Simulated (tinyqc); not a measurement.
# Hole mobility in a silicon inversion layer, empirical terms and Matthiessen rule: what changes with what

Inversion layer of sheet density Ns on a uniformly doped body. The mobility terms are empirical power laws with prefactors chosen for the exercise; adding their inverses (Matthiessen) is itself an approximation.

Parameters, values chosen for the exercise; material values close to those of silicon:
```
symbol,value,unit,meaning
T,300,K,temperature
Eg,1.12,eV,band gap
eps_r,11.8,,relative permittivity of the semiconductor
Nc,2.8e19,cm^-3,conduction-band density of states at T
Nv,2.64e19,cm^-3,valence-band density of states at T
Nb,1.6e18,cm^-3,body doping
Vsb,1,V,reverse body bias
eta,0.3333,,weight of the inversion charge in the effective field
Ap,125,cm^2/(V s),phonon-limited mobility at 1 MV/cm and 300 K
As,301,cm^2/(V s),roughness-limited mobility at 1 MV/cm
gs,1,,exponent of the roughness term
Ac,2100,cm^2/(V s),Coulomb prefactor
Nit,1.1e10,cm^-2,charge at the interface
Ns,8.8e11,cm^-2,inversion density
```

Constants: q = 1.602176634e-19 C, kB = 1.380649e-23 J/K, Vt = kB T/q, eps0 = 8.8541878128e-14 F/cm where lengths are in cm. Results are converted to the units shown.

Each table varies one quantity; the others keep the values above.

## Effect of the charge at the interface

ni = sqrt(Nc Nv) exp(-Eg/(2 Vt)), Eg in volts; Ndep = sqrt(2 eps0 eps_r Nb (2 Vt ln(Nb/ni) + Vsb)/q); E = q (Ndep + eta Ns)/(eps0 eps_r), in MV/cm. With t = T/(300 K): muC = Ac (Ns/1e12 cm^-2) t/(Nb/1e17 cm^-3 + Nit/1e11 cm^-2), muP = Ap E^(-1/3) t^(-1.75), muS = As E^(-gs); 1/mu is the sum of the inverses.

The same in every row: E (MV/cm) = 1.0291; muP (cm^2/(V s)) = 123.81; muS (cm^2/(V s)) = 292.50.

Results:

| Nit (cm^-2) | muC (cm^2/(V s)) | mu (cm^2/(V s)) |
|---|---|---|
| 1e10 | 114.78 | 49.486 |
| 3.2e10 | 113.24 | 49.196 |
| 1e11 | 108.71 | 48.321 |
| 1e12 | 71.077 | 39.116 |
| 3.2e12 | 38.500 | 26.688 |
| 1e13 | 15.931 | 13.465 |

Estimate the missing row, Nit = 3.2e11 cm^-2.

Computed row:

| Nit (cm^-2) | muC (cm^2/(V s)) | mu (cm^2/(V s)) |
|---|---|---|
| 3.2e11 | 96.250 | 45.693 |

With this row back in the table: As Nit goes from 1e10 to 1e13 cm^-2, E stays at 1.03 MV/cm and mu falls from 49.5 to 13.5 cm^2/(V s). The Coulomb term is the smallest in the first and the last row.

## Effect of the inversion density

Same model as above.

Results:

| Ns (cm^-2) | E (MV/cm) | muC (cm^2/(V s)) | muP (cm^2/(V s)) | muS (cm^2/(V s)) | mu (cm^2/(V s)) |
|---|---|---|---|---|---|
| 2e11 | 0.9943 | 26.07 | 125.2 | 302.7 | 20.14 |
| 3.6e11 | 1.002 | 46.93 | 124.9 | 300.3 | 30.63 |
| 6.3e11 | 1.016 | 82.12 | 124.3 | 296.2 | 42.38 |
| 1.1e12 | 1.040 | 143.4 | 123.4 | 289.3 | 53.95 |
| 2e12 | 1.086 | 260.7 | 121.6 | 277.1 | 63.82 |
| 6.3e12 | 1.306 | 821.2 | 114.4 | 230.5 | 69.92 |
| 1.1e13 | 1.546 | 1434 | 108.1 | 194.7 | 66.29 |
| 2e13 | 2.006 | 2607 | 99.11 | 150.0 | 58.35 |

Estimate the missing row, Ns = 3.6e12 cm^-2.

Computed row:

| Ns (cm^-2) | E (MV/cm) | muC (cm^2/(V s)) | muP (cm^2/(V s)) | muS (cm^2/(V s)) | mu (cm^2/(V s)) |
|---|---|---|---|---|---|
| 3.6e12 | 1.168 | 469.3 | 118.7 | 257.7 | 69.27 |

With this row back in the table: As Ns goes from 2e11 to 2e13 cm^-2, E rises from 0.994 to 2.01 MV/cm and mu goes from 20.1 through a maximum of 69.9 (at Ns = 6.3e12 cm^-2 among the rows listed) to 58.3 cm^2/(V s). The smallest term is the Coulomb one in the first row and the phonon one in the last. Screening lifts the Coulomb term as Ns grows while the field presses the carriers to the interface, hence the maximum. For Ns = 1.1e13 to 2e13 cm^-2 E passes 1.5 MV/cm, beyond the usual range of such laws.

Program tinyqc, `OMP_NUM_THREADS=1 python tinyqc.py 2510099 2510100 out.jsonl`; Intel Xeon 2.30GHz, shared host, one thread, about 0.01 s.
